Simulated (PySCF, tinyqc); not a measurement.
Orbital energy against energy difference: ionisation energy by orbital energies and by energy differences in the 6-31g* basis, for H4, spin multiplicity 1. Computed by the program tinyqc with PySCF. The cation is unrestricted; errors are against CCSD(T) in this basis, not against experiment.

Geometry (angstrom):
```
atom       x       y       z
H     0.0000  0.0000  0.0000
H     0.0000  0.0000  0.7670
H     0.0000  1.0040  0.0000
H     0.0000  1.0040  0.7670
```

CCSD(T) difference in the same basis = 10.0999 eV

IP-EOM-CCSD = 10.1234 eV

First vertical ionisation energy (eV):
```
method     -e(HOMO)  E(cation) - E  error of -e(HOMO)  error of the difference
HF           9.8471       9.359482            -0.2528                  -0.7404
LDA          4.9888       9.930475            -5.1111                  -0.1694
PBE          5.0532       9.969113            -5.0467                  -0.1308
B3LYP        6.2772      10.167464            -3.8227                   0.0676
PBE0         6.4632      10.035987            -3.6367                  -0.0639
CAM-B3LYP    7.9132      10.122594            -2.1867                   0.0227
LC-wPBE      9.3501      10.112384            -0.7498                   0.0125
```

What does the comparison show, and why?

Koopmans errs by -0.25 eV and Delta-HF by -0.74 eV: relaxation, 0.49 eV, lowers the value and the missing correlation difference works against it. The PBE level is off by -5.0 eV through the wrong tail of its potential, though its energy difference is off by -0.13 eV; exact exchange deepens the level, and among the orbital energies HF comes closest; among the differences LC-wPBE does. The restricted reference is unstable here: a spin-polarised solution lies 0.0001 hartree lower (PySCF), so results built on it describe a poor reference.
